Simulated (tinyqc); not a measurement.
Threshold-voltage variability of a planar MOSFET, analytic estimates: one step of the calculation.

Three independent sources add in quadrature: random dopants in the depleted layer, metal-gate grains of two orientations, and roughness of the two gate edges acting through the roll-off VT = VT(long) - Vr exp(-L/l). These are first-order estimates: no three-dimensional electrostatics, no percolation.

Question. Random dopants. ni = sqrt(Nc Nv) exp(-Eg/(2 Vt)), Eg in volts; Cox = 3.9 eps0/ti; Wd = sqrt(4 eps0 eps_r Vt ln(Na/ni)/(q Na)); dopants: s1 = (q/Cox) sqrt(Na Wd/(3 L W)). The slope A1 = s1 sqrt(L W); mean number of dopants Na L W Wd.

Parameters, values chosen for the exercise; material values close to those of silicon:
```
symbol,value,unit,meaning
T,300,K,temperature
Eg,1.13,eV,band gap
eps_r,11.8,,relative permittivity of the semiconductor
Nc,2.85e19,cm^-3,conduction-band density of states at T
Nv,2.67e19,cm^-3,valence-band density of states at T
Na,3.6e17,cm^-3,channel doping
ti,1.3,nm,oxide-equivalent thickness in inversion
L,32,nm,gate length
W,110,nm,gate width
```

Constants: q = 1.602176634e-19 C, kB = 1.380649e-23 J/K, Vt = kB T/q, eps0 = 8.8541878128e-14 F/cm where lengths are in cm. Results are converted to the units shown.

Find: Cox; Wd; mean number of dopants; A1; s1.

Answer.

Cox = 2.6563 uF/cm^2
Wd = 57.280 nm
mean number of dopants = 72.586
A1 = 0.50007 mV um
s1 = 8.4287 mV

Counting alone, 1/sqrt(N) of the depletion voltage q Na Wd/Cox = 124 mV, would give sqrt(3) times more: dopants deep in the layer act less on the surface.

Numbers from tinyqc (`OMP_NUM_THREADS=1 python tinyqc.py 2090108 2090109 out.jsonl`; about 0.01 s on one thread of a shared Intel Xeon 2.30GHz).
